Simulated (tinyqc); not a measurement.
Koster-Slater impurity in a tight-binding band, by Green functions and by supercells: one step, computed by the program tinyqc. Command: `OMP_NUM_THREADS=1 python tinyqc.py 3000825 3000826 out.jsonl kosterslater walk`. One thread of a shared host (Intel(R) Xeon(R) Processor @ 2.30GHz), about 0.04 s of CPU time with the checks.

One orbital per site, e(k) = -2 t sum cos(k_i) over 2 direction(s), band from -4 t to 4 t, lattice constant 1. One site has the extra energy U. Spin is left out.

Problem. The level in the supercell. In a periodic cell of N sites along each direction with Bloch vector K, the level solves 1/U = N^-d sum_k 1/(E - e(k)), k_i = (2 pi m_i + K_i)/N, m_i = 0..N-1; the outermost root on the side of U is taken (bisection). d is the number of directions. Gamma means K_i = 0, the zone corner K_i = pi, the quarter point K_i = pi/2. The error is measured against the isolated level E_b.

Inputs (values chosen for the exercise, for a model band): hopping t = 0.58 eV; impurity potential U = -1.35 eV; supercell edge N = 4 sites.

Lattice: square.

level E_b = -2.397956 eV

Give: level at Gamma; level at the corner; level at the quarter point; error at Gamma; width between Gamma and the corner.

Solution.

level at Gamma = -2.5120 eV

level at the corner = -2.1983 eV

level at the quarter point = -2.3751 eV

error at Gamma = -0.11404 eV

width between Gamma and the corner = 0.31368 eV

Images turn the level into a band 0.314 eV wide; the quarter point misses the isolated level by 0.023 eV, far less than Gamma, because the leading hopping between images averages out there.
